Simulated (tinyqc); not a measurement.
# Which input was changed?

Model: thermal, flicker and telegraph noise of a field-effect transistor. Computed by tinyqc, a small Python program. Command: `OMP_NUM_THREADS=1 python tinyqc.py 3002530 3002531 out.jsonl noise which`. One thread of a shared host (Intel(R) Xeon(R) Processor @ 2.30GHz), about 0.04 s of CPU time with the checks.

Strong inversion, threshold roll-off and channel-length modulation left out; noise sources are uncorrelated and are given as one-sided spectral densities.

Inputs (values chosen for the exercise, modelled on a silicon n-channel):
```
quantity                        value         unit
width W                           1.6   micrometre
length L                           26           nm
electrical oxide thickness t      1.4           nm
mobility mu                        86   cm^2/(V s)
saturation velocity v_s          0.83     1e7 cm/s
overdrive V_ov                   0.31            V
thermal noise factor gamma        1.6            -
oxide trap density N_t        8.2e+15  1/(eV cm^3)
oxide barrier phi                 2.3           eV
oxide mass m_ox                   0.4          m_0
Hooge parameter alpha_H         6e-06            -
frequency f                        10           Hz
temperature T                     300            K
```

Operating region: saturation. Flicker model: Hooge.

Constants: eps_0 = 8.8541878128e-12 F/m; hbar = 1.054571817e-34 J s; m_0 = 9.1093837015e-31 kg; e = 1.602176634e-19 C; k_B = 8.617333262e-05 eV/K; k_B = 1.380649e-23 J/K.

Method:
- C_ox = 3.9 eps_0/t; V_c = 2 v_s L/mu; I = W C_ox v_s V_ov^2/(V_ov + V_c); g_m = W C_ox v_s V_ov (V_ov + 2 V_c)/(V_ov + V_c)^2; g_d0 = mu C_ox (W/L) V_ov.
- Tunnelling length lambda = hbar/(2 sqrt(2 m_ox phi)); flat-band noise S_Vfb = e^2 k_B T lambda N_t/(W L C_ox^2 f). Hooge: S_I = I^2 alpha_H/(f N), N = W L C_ox V_ov/e (the source-end density).
- Thermal: S_I = 4 k_B T gamma g_d0; input-referred S_V = S_I/g_m^2; corner f_c where flicker equals thermal.
- Total input noise from 1 Hz to f_c: sqrt(S_V,thermal [f_c ln(f_c/1 Hz) + f_c - 1 Hz]).

Problem. One of these inputs alone was changed, within the range given: width W (0.8 to 3.2); overdrive V_ov (0.155 to 0.62); oxide trap density N_t (4.1e+15 to 1.64e+16); temperature T (150 to 600). Which one, and to what value?

Results:
```
run     corner frequency f_c (Hz)  input noise up to f_c (microvolt)  input-referred thermal noise (nV/sqrt(Hz))
before                    4235410                           42.46659                                    5.117442
after                     6200919                           53.29774                                    5.246883
```

Solution.

Each candidate set to reproduce corner frequency f_c, and what it then gives:
```
candidate                                  range searched  value needed  input noise up to f_c (microvolt)  input-referred thermal noise (nV/sqrt(Hz))
width W (micrometre)                           0.8 to 3.2     no effect                                  -                                           -
overdrive V_ov (V)                          0.155 to 0.62        0.4310                             53.298                                      5.2469
oxide trap density N_t (1/(eV cm^3))  4.1e+15 to 1.64e+16     no effect                                  -                                           -
temperature T (K)                              150 to 600         204.9                             42.962                                      4.2293
```

Only overdrive V_ov fits every result: it went from 0.31 to 0.431 V. The next best candidate, temperature T, misses one result by 19 %.
